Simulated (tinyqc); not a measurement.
The basis set: RHF and MP2 along a ladder of basis sets, for H2, spin multiplicity 1. Computed by the program tinyqc with PySCF. 

Geometry (angstrom):
```
atom       x       y       z
H     0.0000  0.0000  0.0000
H     0.0000  0.0000  0.6870
```

Same geometry throughout; the dipole is taken about the origin.

RHF and frozen-core MP2 in a ladder of bases:
```
basis        functions  E(RHF) (hartree)  E(MP2 corr) (hartree)  HOMO (eV)  LUMO (eV)  dipole (debye)
sto-3g               2         -1.116820              -0.011951   -16.3571    19.8345          0.0000
3-21g                4         -1.121087              -0.016822   -16.5857     7.6075          0.0000
6-31g                4         -1.125336              -0.016805   -16.6653     6.8701          0.0000
6-31g**             10         -1.129657              -0.026246   -16.6478     6.8856          0.0000
cc-pvdz             10         -1.125718              -0.025883   -16.5715     5.6430          0.0000
aug-cc-pvdz         18         -1.125813              -0.026780   -16.5834     1.6899          0.0000
cc-pvtz             28         -1.131205              -0.031498   -16.6422     4.7444          0.0000
```

From cc-pVDZ to cc-pVTZ the RHF energy falls by 5.5 mhartree and the correlation energy by 5.6. If valence correlation converges as X^-3, (27 E(T) - 8 E(D))/19 gives -0.0339 hartree, a rough estimate from such small X that usually falls short; STO-3G holds about 35 % of it. Beyond STO-3G the LUMO moves by 5.9 eV and the HOMO by 0.1 eV; diffuse functions lower the positive LUMO sharply, since an unbound virtual level tracks the most diffuse function.
